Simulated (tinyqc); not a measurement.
## Narrowing from the saturation current

Problem. A uniform n-type emitter has J0 = (q p0 D/L)(s + tanh(W/L))/(1 + s tanh(W/L)), D = mup Vt, s = S L/D, and p0 = (ni^2/N) exp(dE_app/kB T), where dE_app = dEg + kB T ln[(N/Nc) exp(-eta)]. Find p0, dE_app and dEg.

Parameters, values chosen for the exercise; band and dielectric values close to those of silicon: temperature T = 400 K; conduction-band density of states at 400 K Nc = 4.31e19 cm^-3; ionised donor density N = 2.4e20 cm^-3; minority-hole mobility mup = 220 cm^2/(V s); emitter width W = 660 nm; recombination velocity at the contact S = 8.2e5 cm/s.

Constants: q = 1.602176634e-19 C, kB = 1.380649e-23 J/K, Vt = kB T/q. Results are converted to the units shown.

J0 = 5.3234476e6 fA/cm^2
L = 263.22663 nm
ni = 3.1671233e12 cm^-3
converged eta = 3.5542467

Answer. J0 gives p0, its ratio to ni^2/N gives dE_app, and the degeneracy term is taken off.

p0 = 1.15e5 cm^-3
dE_app = 34.8 meV
dEg = 98.1 meV

tinyqc, about 0.01 s, one thread, Intel Xeon 2.30GHz (shared host): `OMP_NUM_THREADS=1 python tinyqc.py 2330165 2330166 out.jsonl`
